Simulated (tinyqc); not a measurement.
The size of the error: propagation of a band-gap error through k.p and effective-mass formulas.

Chain, for a gap E (the reference Eg or another value), with Ep and Dso kept: 1/me = 1 + Ep (E + 2 Dso/3)/(E (E + Dso)); g* = 2 - 2 Ep Dso/(3 E (E + Dso)); g1(E) = g1 + (Ep/3)(1/E - 1/Eg), g2(E) = g2 + (Ep/6)(1/E - 1/Eg), light hole 1/(g1 + 2 g2), heavy hole 1/(g1 - 2 g2) along [100]; optical constant ei(E) = 1 + (ei - 1)(EP/(EP + E - Eg))^2, static e0(E) = ei(E) + e0 - ei.

Donor: R = Ry me/e0^2, a_B = a0 e0/me, Mott density (0.26/a_B)^3. Nc, Nv = 2 (m kT/(4 pi c))^(3/2), c = hbar^2/2m0, ni = sqrt(Nc Nv) exp(-E/2kT). Exciton: Ry mu/e0^2 with 1/mu = 1/me + g1(E). 1 angstrom^-3 = 1e24 cm^-3.

Constants: Ry = 13.60569312 eV; a0 (Bohr radius) = 0.5291772105 angstrom; kB = 8.617333262e-05 eV/K; hbar^2/2m0 = 3.80998211 eV angstrom^2.

Parameters, chosen for this exercise (reference values near those of InAs, gap at low temperature; shifted at random, so the results belong to these values and not to a real crystal):
```
symbol  value  unit  meaning
Eg      0.42   eV    gap at Gamma to the s-like level
Dso     0.397  eV    spin-orbit splitting
Ep      21.9   eV    Kane energy
g1      20.07        Luttinger gamma1
g2      8.53         gamma2
e0      15.42        static dielectric constant
ei      12.07        optical dielectric constant
EP      4.67   eV    mean (Penn) gap
mh      0.41   m0    density-of-states mass of the holes
T       77     K     temperature
```

E = f Eg; ratios against f = 1.

Results:
```
f     E (eV)  me ratio  light-hole ratio  e0 ratio  donor ratio  Mott ratio        g*  log10 ni ratio
0.25   0.105     0.289             0.263     1.108        0.236      0.0178  -107.964            9.90
0.40   0.168     0.443             0.416     1.084        0.377      0.0684   -59.064            7.98
0.60   0.252     0.637             0.616     1.055        0.573       0.220   -33.440            5.35
1.00   0.420     1.000             1.000     1.000        1.000        1.00   -14.892            0.00
1.20   0.504     1.174             1.185     0.975        1.235        1.75   -10.764           -2.70
1.50   0.630     1.429             1.454     0.940        1.619        3.52    -6.958           -6.76
2.00   0.840     1.841             1.880     0.886        2.343        8.95    -3.578          -13.55
```

Give the missing row, f = 0.80.

Computed row:
```
f     E (eV)  me ratio  light-hole ratio  e0 ratio  donor ratio  Mott ratio       g*  log10 ni ratio
0.80   0.336     0.821             0.810     1.027        0.780       0.512  -21.534            2.68
```

Between f = 0.8 and 1.2 the mean powers d ln(ratio)/d ln f are 0.88 for me, 0.94 for the light hole, -0.13 for e0, 1.14 for the donor energy and 3.02 for the Mott density; ni moves by -3.20 decades per 0.1 eV, against -0.1 eV/(2 kT ln 10) = -3.27 from the exponential alone, the rest coming from Nc through me^(3/4). g* keeps its sign, from -107.96 to -3.58.

Computed by tinyqc, a small Python program: `OMP_NUM_THREADS=1 python tinyqc.py 1850169 1850170 out.jsonl` (the numbers bound the seed that draws the inputs); one thread of a shared host (Intel(R) Xeon(R) Processor @ 2.30GHz), about 0.01 s for the whole set of steps.
